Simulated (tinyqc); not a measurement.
Frequency dispersion of an accumulation capacitance by border traps, distributed model: two steps of the calculation.

Traps spread evenly through the insulator exchange electrons with the semiconductor by tunnelling, with tau(x) = t0 exp(2 ka x) at depth x from the interface. The admittance per area Y seen at depth x obeys dY/dx = -Y^2/(i w eps0 eox) + q Nb ln(1 + i w tau)/tau, with Y(0) = i w Cs and w = 2 pi f; the gate sees Y(tox) = G + i w C. Working variable y = Y/(i w), in uF/cm^2. Cox = eps0 eox/tox.

Values chosen for this exercise; permittivity close to that of zirconium oxide:
- eox = 21.5 (relative permittivity of the insulator)
- tox = 7.8 nm (insulator thickness)
- Cs = 5.3 uF/cm^2 (semiconductor capacitance in accumulation)
- Nb = 5.5e18 cm^-3 eV^-1 (density of border traps)
- ka = 4.7 1/nm (decay constant of the wave function in the insulator)
- t0 = 7e-9 s (time constant of a trap at the interface)
- f = 1e5 Hz (frequency)
- xe = 1.1 nm (depth down to which the steps are taken)

Constants: q = 1.602176634e-19 C, eps0 = 8.8541878128e-14 F/cm where lengths are in cm. Results are converted to the units shown.

Task 1. Midpoint steps through the active depth. In terms of y: dy/dx = -y^2/(eps0 eox) + s(x), s = q Nb ln(1 + z)/z, z = i w tau. 9 midpoint steps of h = xe/9: y_half = y + (h/2) y'(x, y), y(new) = y + h y'(x + h/2, y_half).

Wanted: x; s; y.

Result 1.

```
point  x (nm)  s (uF/(cm^2 nm))   y (uF/cm^2)
0           0  0.08812-0.00019i  5.300+0.000i
1      0.1222  0.08811-0.00061i  5.136+0.000i
2      0.2444  0.08806-0.00193i  4.983+0.000i
3      0.3667  0.08757-0.00603i  4.839-0.001i
4      0.4889  0.08311-0.01757i  4.703-0.002i
5      0.6111  0.06039-0.03401i  4.574-0.005i
6      0.7333  0.02732-0.03034i  4.449-0.009i
7      0.8556  0.00965-0.01687i  4.327-0.011i
8      0.9778  0.00316-0.00769i  4.211-0.012i
9       1.100  0.00101-0.00318i  4.101-0.012i
```

Task 2. Capacitance and conductance at the gate. Beyond xe the traps are ignored, so 1/y(tox) = 1/y(xe) + (tox - xe)/(eps0 eox); C = Re y, G/w = -Im y, loss tangent G/(w C).

y at xe = 4.1005816-0.0117988i uF/cm^2

Find: y at the gate; C; G/w; loss tangent.

Result 2.

y at the gate = 1.6784-0.0020i uF/cm^2
C = 1.6784 uF/cm^2
G/w = 0.0019766 uF/cm^2
loss tangent = 0.0011777

Computed by the program tinyqc: `OMP_NUM_THREADS=1 python tinyqc.py 2202093 2202094 out.jsonl`, one thread of a shared Intel Xeon 2.30GHz, about 0.4 s for the whole run.
